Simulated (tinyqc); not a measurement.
States in the gap of a film: thin (001) film in sp3s* tight binding with raised dangling bonds.

Planes alternate anion (a), cation (c) along [001], a/4 apart, starting with an anion; zero in-plane momentum; levels counted from the bulk Ev, the lower root of [[Epa, Vxx], [Vxx, Epc]]; no spin-orbit coupling. Block of s, pz, s*: from an anion to the cation above, Vss/2 (s,s), Vsapc/2 (s,z), -Vscpa/2 (z,s), Vxx/2 (z,z), Vxapc/2 (s*,z), -Vpaxc/2 (z,s*); to the cation below the same with the s-z and s*-z signs reversed. Block of u = (px + py)/sqrt2 and v = (px - py)/sqrt2: to the cation above (Vxx + Vxy)/2 for u and (Vxx - Vxy)/2 for v, to the cation below the reverse. Each surface atom has two dangling sp3 hybrids; raising both by dl adds (dl/2) [[1, t], [t, 1]] to its s, pz levels (t = -1 at the bottom face, +1 at the top) and dl to the one of u, v in whose plane the missing bonds lie (v for a bottom anion or a top cation, u for a top anion).

Parameters, chosen for this exercise (out of a larger set: near a published set for SiC, fitted to gaps, whose masses and valley positions are rough; not measured data): p = (-8.45, 2.125, -4.828, 4.34, 9.616, 9.318, -12.389, 3.037, 5.925, 9.508, 9.198, 8.71, 4.391) eV (order Esa, Epa, Esc, Epc, Exa, Exc, Vss, Vxx, Vxy, Vsapc, Vscpa, Vxapc, Vpaxc); Nw = 29 (planes in the thicker film).

edges (eV): Gamma 5.88180, Delta 2.32508

Levels between 0 and the lower bulk edge, the largest weight on the two outer planes of both faces among them, and the nearest levels outside, for several shifts dl.

Film of Nw planes:

| dl (eV) | levels in the gap | at (eV) | surface weight | next above (eV) | next below (eV) |
|---|---|---|---|---|---|
| 0 | 4 | 0.316, 0.350, 2.125, 2.125 | 0.90 | 2.3441 | -0.0434 |
| 1 | 2 | 0.758, 0.768 | 0.73 | 2.3442 | -0.0428 |
| 2 | 2 | 1.276, 1.280 | 0.79 | 2.3446 | -0.0424 |
| 3 | 2 | 1.829, 1.831 | 0.82 | 2.3457 | -0.0422 |
| 5 | 0 | - | - | 2.3410 | -0.0419 |
| 10 | 0 | - | - | 2.3431 | -0.0415 |
| 30 | 0 | - | - | 2.3434 | -0.0411 |
| 100 | 0 | - | - | 2.3434 | -0.0410 |

Can the levels of the bare film be read as confined subbands?

No: with bare surfaces (dl = 0) 4 levels lie in the bulk gap, with up to 90 % of the weight on the four outer planes, two a face, where an even spread gives 14 %; these are dangling-bond states, not subbands. The reruns show the bulk gap clear from dl = 5 eV on, and at dl = 30 eV the next level above lies -0.1 meV from its value at 100 eV.

(tinyqc, `OMP_NUM_THREADS=1 python tinyqc.py 1480675 1480676 out.jsonl`, Intel(R) Xeon(R) Processor @ 2.30GHz, 1 thread, shared host, about 0.4 s.)
